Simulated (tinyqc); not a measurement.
Growing the shell: core-shell quantum dot (spherical envelope functions).

Parabolic bands; strain and other valleys are left out. s states, u = r psi, hard wall at R + H, c = hbar^2/2m0, energies from the band edges of the core. Core: u = sin(k1 r)/k1, k1 = sqrt(m1 E/c). At R, psi and psi'/m are continuous, so u is continuous and its slope in the shell is s = u/R + (m2/m1)(u' - u/R). Shell: u(R + x) = u(R) cos(k2 x) + s sin(k2 x)/k2, k2 = sqrt(m2 (E - V)/c); for negative arguments the functions turn into sinh and cosh. A level has u(R + H) = 0.

Overlap = (integral of u_e u_h)^2 with normalised u. Coulomb integrals J_ab = (q/eps) double integral of u_a(r)^2 u_b(s)^2/max(r, s), q = e^2/(4 pi eps0), one eps everywhere. Exciton E = Eg + E_e + E_h - J_eh; first-order biexciton shift J_ee + J_hh - 2 J_eh (positive: repulsive).

Constants: hbar^2/2m0 = 3.80998211 eV angstrom^2; e^2/(4 pi eps0) = 14.39964547 eV angstrom; hc = 1239.841984 eV nm.

Values chosen for the exercise (near those of an InAs/InP core-shell dot; not measured data):

| symbol | value | unit | meaning |
|---|---|---|---|
| R | 15 | angstrom | core radius |
| Vc | 0.52 | eV | conduction edge of the shell above that of the core |
| Vv | 0.416 | eV | hole barrier of the shell |
| me1 | 0.029 | m0 | electron, core |
| me2 | 0.082 | m0 | electron, shell |
| mh1 | 0.364 | m0 | hole, core |
| mh2 | 0.477 | m0 | hole, shell |
| Eg | 0.414 | eV | gap of the core |
| eps | 12.1 |  | dielectric constant |
| Hs | (4, 6, 14, 21, 31, 37, 62) | angstrom | shell thicknesses |

All quantities anew for each H.

Results:

| H (angstrom) | E_e (eV) | E_h (eV) | electron in core | overlap | J_eh (meV) | E (eV) | biexciton shift (meV) |
|---|---|---|---|---|---|---|---|
| 4 | 1.9292 | 0.2769 | 0.863 | 0.953 | 102.3 | 2.518 | 2.4 |
| 6 | 1.4559 | 0.2491 | 0.773 | 0.942 | 95.6 | 2.023 | 2.9 |
| 14 | 0.8485 | 0.2243 | 0.520 | 0.854 | 81.1 | 1.406 | 6.6 |
| 21 | 0.7041 | 0.2225 | 0.395 | 0.749 | 73.3 | 1.267 | 11.1 |
| 31 | 0.6220 | 0.2223 | 0.288 | 0.606 | 65.0 | 1.193 | 17.5 |
| 37 | 0.5974 | 0.2223 | 0.245 | 0.536 | 60.9 | 1.173 | 21.1 |
| 62 | 0.5540 | 0.2223 | 0.147 | 0.341 | 48.5 | 1.142 | 33.1 |

The line moves by -1376 meV: the electron gives -1375, the hole -55 and the weaker attraction +54 meV. Over the last step E_e moves by -43.4 meV and E_h by 0.0 meV; the electron level lies above the shell edge Vc, so at this thickness it still spreads with the shell; whether a thicker shell brings it below Vc depends on whether the core binds a level at all. The overlap goes from 0.953 to 0.341, which scales the radiative lifetime by 2.8 if the rate is proportional to it. Up to H = 62 angstrom E_e exceeds 0.15 Eg, where a parabolic band overstates it. In the thickest shell the electron is spread so far that the attraction of the hole, taken to first order here, would pull it back and raise the overlap.

Program tinyqc; command `OMP_NUM_THREADS=1 python tinyqc.py 1280224 1280225 out.jsonl`; about 0.05 s on one thread of a shared Intel(R) Xeon(R) Processor @ 2.30GHz.
